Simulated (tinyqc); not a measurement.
Decay of LO phonons and the hot-phonon bottleneck in the cooling of electrons: one step, computed by the program tinyqc.

n(E, T) = 1/(exp(E/(k_B T)) - 1) is the Bose occupation. Electrons have a temperature T_e; the LO modes within their reach share one occupation N; the decay products stay at the lattice temperature.

Question. Spontaneous emission time. Froehlich coupling alpha = (e^2/(4 pi eps_0)) (1/eps_inf - 1/eps_s) k_0/(2 hbar omega), k_0 = sqrt(m* hbar omega/(hbar^2/(2 m_0))); emission time tau_sp = hbar/(2 alpha hbar omega); bottleneck ratio r = (n/N_m) tau/tau_sp.

Inputs (values chosen for the exercise, modelled on silicon carbide):
```
quantity                                             value    unit
LO energy hbar omega                                   120     meV
lattice temperature T                                  300       K
electron mass m*                                      0.34     m_0
eps_inf                                                6.4       -
static dielectric constant eps_s                      9.85       -
electron density n                                 1.1e+19  1/cm^3
density of LO modes that the electrons reach, N_m  8.5e+18  1/cm^3
```

Decay channel: two unequal phonons (Ridley).

phonon lifetime tau = 3.894390 ps

Constants: e^2/(4 pi eps_0) = 14.39964548 eV angstrom; hbar^2/(2 m_0) = 3.80998212 eV angstrom^2; hbar = 6.582119569e-16 eV s.

Give: alpha; emission time tau_sp; bottleneck ratio r.

Answer.

alpha = 0.33979

emission time tau_sp = 8.0713 fs

bottleneck ratio r = 624.41

r compares the rate at which electrons exchange quanta with a mode to its decay rate. Exchange outruns decay, so a hot population builds up if the power is high enough.
